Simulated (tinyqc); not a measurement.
From results back to parameters: zigzag graphene nanoribbon in tight binding.

Problem. The edge state of a wide zigzag ribbon has weight 1 - x^2 on the edge site, x = 2 cos(k/2), and its amplitude falls by x from chain to chain, 1.5 acc apart. The weight below belongs to a hidden k between 2 pi/3 and pi.

Parameters, chosen for this exercise (out of a larger set: near those used for graphene; not measured data): acc = 1.42 angstrom (bond length).

edge weight = 0.945682

Find: k; decay length.

Solution. x = sqrt(1 - weight), k = 2 arccos(x/2), decay length = -1.5 acc/ln x.

k = 2.908
decay length = 1.462 angstrom

Run: tinyqc, `OMP_NUM_THREADS=1 python tinyqc.py 1452757 1452758 out.jsonl`; Intel(R) Xeon(R) Processor @ 2.30GHz, one thread, shared host; about 0.01 s of CPU time with all checks.
